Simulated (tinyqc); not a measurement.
Keating valence-force model of a tetrahedral crystal: one step, computed by the program tinyqc. Command: `OMP_NUM_THREADS=1 python tinyqc.py 3004532 3004533 out.jsonl keating walk`. One thread of a shared host (Intel(R) Xeon(R) Processor @ 2.30GHz), about 0.01 s of CPU time with the checks.

Atom A sits at 0 and atom B at a/4 (1,1,1) of an fcc lattice; the four bonds from A are t = a/4 (1,1,1), a/4 (1,-1,-1), a/4 (-1,1,-1), a/4 (-1,-1,1), of length d = sqrt(3) a/4. Energy: E = (3 alpha/(8 d^2)) sum over bonds (r.r - d^2)^2 + (3 beta/(8 d^2)) sum over pairs of bonds at one atom (r_i.r_j + d^2/3)^2, with beta_A for the six pairs at A and beta_B for the six at B. The cell holds two atoms, Omega = a^3/4. 1 N/m = 1 J/m^2.

Question. Dynamical matrix at q. With displacements u exp(i q.r), each bracket changes by g.u, where g = (g_A, g_B): bond t, g = (-2 t, 2 t exp(i q.t)); pair (i, j) at A, g = (-(t_i + t_j), t_i exp(i q.t_j) + t_j exp(i q.t_i)); pair at B, g = (-t_i exp(-i q.t_j) - t_j exp(-i q.t_i), t_i + t_j). Then D_mn = sum over the 4 bonds and 12 pairs of (4 k/a^2) conj(g_m) g_n / sqrt(M_m M_n), with k = alpha or beta converted to eV/angstrom^2. Only the short-range forces enter; the Coulomb field of the charges is left out.

Inputs (values chosen for the exercise, for a model crystal): mass M_A = 35.3 u; mass M_B = 39.5 u; bond stretching alpha = 77.2 N/m; bond bending beta_A = 20.1 N/m; bond bending beta_B = 16.5 N/m.

Structure: zinc blende.

wave vector q (2 pi/a): [0.27, 0.39, 0]

Constants: 1 eV/angstrom^2 = 16.02176634 J/m^2.

Give: D(q).

Answer.

D(q) (eV/(angstrom^2 u)), rows A x, A y, A z, B x, B y, B z:
$$\begin{pmatrix}
0.6887 & 0.0206 & 0.0000+0.0093i & -0.4761 & 0.0932 & 0.0000-0.2064i \\
0.0206 & 0.7075 & 0.0000+0.0145i & 0.0932 & -0.4761 & 0.0000-0.1326i \\
0.0000-0.0093i & 0.0000-0.0145i & 0.6820 & 0.0000-0.2064i & 0.0000-0.1326i & -0.4761 \\
-0.4761 & 0.0932 & 0.0000+0.2064i & 0.6180 & 0.0224 & 0.0000-0.0101i \\
0.0932 & -0.4761 & 0.0000+0.1326i & 0.0224 & 0.6385 & 0.0000-0.0158i \\
0.0000+0.2064i & 0.0000+0.1326i & -0.4761 & 0.0000+0.0101i & 0.0000+0.0158i & 0.6107
\end{pmatrix}$$
